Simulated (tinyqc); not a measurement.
Read current of a NAND string, cells in series solved by shooting: one step of the calculation.

Cells in series, numbered from 0 at the source line (0 V) to the bit line, each followed by a gap resistance Rg. A cell with gate Vg, threshold VT, source Vs and drain Vd passes I = 2 nf K Vt^2 [F(Vs) - F(Vd)]/(1 + th max(Vg - VT, 0)), F(V) = ln^2(1 + exp((Vg - VT - nf V)/(2 nf Vt))). The selected cell has Vg = Vr, the others Vg = Vp.

Problem. Node voltages for a trial current. For a trial current I start at 0 V and, cell by cell (the selected one is cell 4), solve for the drain: sqrt(F(Vd)) = sqrt(F(Vs) - I/k), k = 2 nf K Vt^2/(1 + th max(Vg - VT, 0)), Vd = [Vg - VT - 2 nf Vt ln(exp(sqrt F) - 1)]/nf, then add I Rg.

Values chosen for this exercise; values of the order met in vertical NAND strings:
- T = 300 K (temperature)
- K = 27 uA/V^2 (gain factor of a cell)
- nf = 1.4 (slope factor)
- th = 0.05 1/V (mobility reduction factor)
- Rg = 4 kohm (resistance of the gap between cells)
- Vbl = 0.7 V (bit-line voltage)
- Vp = 5.7 V (pass voltage)
- Vr = 2.87 V (read voltage on the selected word line)

Constants: q = 1.602176634e-19 C, kB = 1.380649e-23 J/K, Vt = kB T/q. Results are converted to the units shown.

second trial current = 2.2 uA
thresholds from the source end, cell 0 to 5 (V): 4.5  4.5  4.5  -0.8  1.2  4.5

Wanted: node voltage after each cell and gap, trial 2.

Solution.

node voltage after each cell and gap, trial 2, cell 0 to 5 (V): 0.08408  0.1773  0.2839  0.3104  0.3938  0.5639

Numbers from tinyqc (`OMP_NUM_THREADS=1 python tinyqc.py 2142217 2142218 out.jsonl`; about 1 s on one thread of a shared Intel Xeon 2.30GHz).
